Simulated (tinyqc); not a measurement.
Lifetime against injection: carrier lifetime from Shockley-Read-Hall, radiative, Auger and surface recombination. Computed by tinyqc, a small Python program. Command: `OMP_NUM_THREADS=1 python tinyqc.py 3004045 3004046 out.jsonl lifetime walk`. One thread of a shared host (Intel(R) Xeon(R) Processor @ 2.30GHz), about 0.02 s of CPU time with the checks.

Energies are counted from the top of the valence band. Boltzmann statistics, full ionisation, and equal excess densities of electrons and holes.

Inputs (values chosen for the exercise, for a model semiconductor):

| quantity | value | unit |
|---|---|---|
| gap E_g | 2.19 | eV |
| electron mass m_e | 0.201 | m_0 |
| valleys M_c | 1 | - |
| hole mass m_h | 1.03 | m_0 |
| temperature T | 300 | K |
| doping N | 1.6e+14 | cm^-3 |
| trap level E_t | 1.92 | eV |
| trap density N_t | 1.8e+11 | cm^-3 |
| electron cross-section sigma_n | 4.2e-14 | cm^2 |
| hole cross-section sigma_p | 5.4e-15 | cm^2 |
| radiative coefficient B | 5.2e-11 | cm^3/s |
| Auger coefficient C_n | 1.1e-31 | cm^6/s |
| Auger coefficient C_p | 7.9e-32 | cm^6/s |
| diffusion coefficient D | 7.8 | cm^2/s |
| surface velocity S | 21 | cm/s |
| thickness W | 99 | micrometre |

Doping: n-type. Surface term: two equal surfaces.

Constants: m_0 = 9.1093837015e-31 kg; k_B = 1.380649e-23 J/K; h = 6.62607015e-34 J s; k_B = 8.617333262e-05 eV/K.

Method:
- N_c = 2 M_c (2 pi m_e k_B T/h^2)^(3/2) and N_v = 2 (2 pi m_h k_B T/h^2)^(3/2), masses in units of m_0.
- n_i = sqrt(N_c N_v) exp(-E_g/2 k_B T); majority density N/2 + sqrt(N^2/4 + n_i^2), minority density n_i^2 over it.
- v = sqrt(3 k_B T/m) with m_e or m_h; tau_n0 = 1/(sigma_n v_n N_t), tau_p0 = 1/(sigma_p v_p N_t); n1 = N_c exp(-(E_g - E_t)/k_B T), p1 = N_v exp(-E_t/k_B T).
- The slowest diffusion mode has x tan x = S W/(2 D) with 0 < x < pi/2 (bisection), and tau_s = W^2/(4 x^2 D). The common approximation is W/(2 S) + W^2/(pi^2 D).
- With n = n_0 + dn, p = p_0 + dn and U/dn = 1/tau: (n p - n_i^2)/dn = n_0 + p_0 + dn = s; 1/tau_SRH = s/[tau_p0 (n + n1) + tau_n0 (p + p1)]; 1/tau_rad = B s; 1/tau_Aug = (C_n n + C_p p) s; the rates add, with 1/tau_s.
- Rows stop below half the smaller effective density of states.

N_c = 2.26134e+18 cm^-3

N_v = 2.62318e+19 cm^-3

n_0 = 1.60e+14 cm^-3

p_0 = 6.00749e-14 cm^-3

tau_p0 = 8.93993e-05 s

n1 = 6.58515e+13 cm^-3

tau_n0 = 5.07759e-06 s

p1 = 1.45965e-13 cm^-3

tau_s = 2.36762e-04 s

Lifetimes (s):

| dn (cm^-3) | SRH | radiative | Auger | effective | radiative efficiency | fastest channel |
|---|---|---|---|---|---|---|
| 1.00e+10 | 1.2619e-04 | 1.2018e-04 | 3.5505e+02 | 4.8855e-05 | 0.40650 | radiative |
| 1.00e+11 | 1.2617e-04 | 1.2012e-04 | 3.5451e+02 | 4.8841e-05 | 0.40661 | radiative |
| 1.00e+12 | 1.2600e-04 | 1.1945e-04 | 3.4916e+02 | 4.8704e-05 | 0.40775 | radiative |
| 1.00e+13 | 1.2433e-04 | 1.1312e-04 | 3.0181e+02 | 4.7378e-05 | 0.41882 | radiative |
| 1.00e+14 | 1.1399e-04 | 7.3964e-05 | 1.0537e+02 | 3.7713e-05 | 0.50988 | radiative |
| 1.00e+15 | 9.8852e-05 | 1.6578e-05 | 4.1726e+00 | 1.3394e-05 | 0.80793 | radiative |
| 1.00e+16 | 9.4976e-05 | 1.8928e-06 | 5.1596e-02 | 1.8413e-06 | 0.97280 | radiative |
| 1.00e+17 | 9.4528e-05 | 1.9200e-07 | 5.2776e-04 | 1.9139e-07 | 0.99680 | radiative |
| 1.00e+18 | 9.4482e-05 | 1.9228e-08 | 5.2897e-06 | 1.9153e-08 | 0.99610 | radiative |

tau_SRH goes from 1.26e-4 s at low injection (1.41 times the minority capture time) to 9.45e-5 s in the last row; at high injection it tends to tau_n0 + tau_p0 = 9.45e-5 s. Ruling channel by row: radiative from 1e10 cm^-3. The radiative efficiency peaks at 0.997 near 1e17 cm^-3, below which non-radiative terms of first order take a larger share and above which Auger recombination does.

Extremes, crossings and ranges named in words are read from the listed rows.
